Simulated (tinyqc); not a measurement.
Worked calculation: coherent transport through a tight-binding region between two chains. Computed by tinyqc, a small Python program that keeps every step. Settings: temperature = 4, mu = -0.49. Command: `OMP_NUM_THREADS=1 python tinyqc.py 31139 31140 out.jsonl` (the two numbers bound the seeds that draw the settings). One thread of a shared host (Intel(R) Xeon(R) Processor @ 2.60GHz), about 0.08 s of CPU time with the checks.

## Transmission at E = 0.27 eV

H of the central region (eV):
$$\begin{pmatrix}
0.000000 & -1.110000 & 0.000000 \\
-1.110000 & 1.060000 & -1.150000 \\
0.000000 & -1.150000 & 0.000000
\end{pmatrix}$$

Leads: semi-infinite chains with site energy 0:
```
parameter                           value
lead hopping t (eV)              1.870000
coupling to the left lead (eV)   0.720000
coupling to the right lead (eV)  1.020000
left contact site                       1
right contact site                      3
```

E = 0.270000 eV

Surface Green function g = (E - i sqrt(4 t^2 - E^2)) / (2 t^2); self-energy tc^2 g on each contact site; G = (E - H - Sigma)^(-1); Gamma = -2 Im Sigma; T = Gamma_L Gamma_R |G_LR|^2; local density of states -Im G_ii / pi.

g = 0.038606-0.533364i 1/eV

G (1/eV):
$$\begin{pmatrix}
0.764614-0.903708i & 0.503590+0.013065i & -0.392075+0.881250i \\
0.503590+0.013065i & -0.110161-0.128384i & 0.307816-0.100805i \\
-0.392075+0.881250i & 0.307816-0.100805i & 0.589893-0.919847i
\end{pmatrix}$$

local density of states (1/eV): [0.287659, 0.040866, 0.292796]

transmission = 0.570962

## Transmission across the band

The same steps on a grid of energies.

T(E):
```
E (eV)              T
-3.55300000  0.000068
-3.19770000  0.000363
-2.84240000  0.001209
-2.48710000  0.003846
-2.13180000  0.013511
-1.77650000  0.060089
-1.42120000  0.368501
-1.06590000  0.869998
-0.71060000  0.697479
-0.35530000  0.809401
0.00000000   0.886733
0.35530000   0.470522
0.71060000   0.221366
1.06590000   0.134682
1.42120000   0.111865
1.77650000   0.141755
2.13180000   0.437984
2.48710000   0.196965
2.84240000   0.016349
3.19770000   0.002654
3.55300000   0.000348
```

levels of the isolated region (eV): [-1.153894, 0.000000, 2.213894]

## Current

I = (2e/h) int T(E) [f(E - mu - V/2) - f(E - mu + V/2)] dE at 4 K with mu = -0.49 eV, the bias not changing H; 2e^2/h = 77.48092 microsiemens; the integral runs over the band on 4001 points.

Current:
```
V (volt)  I (microampere)
0.010000         0.564231
0.050000         2.857561
0.100000         5.703216
0.200000        11.459133
0.400000        23.211300
0.800000        48.283914
```
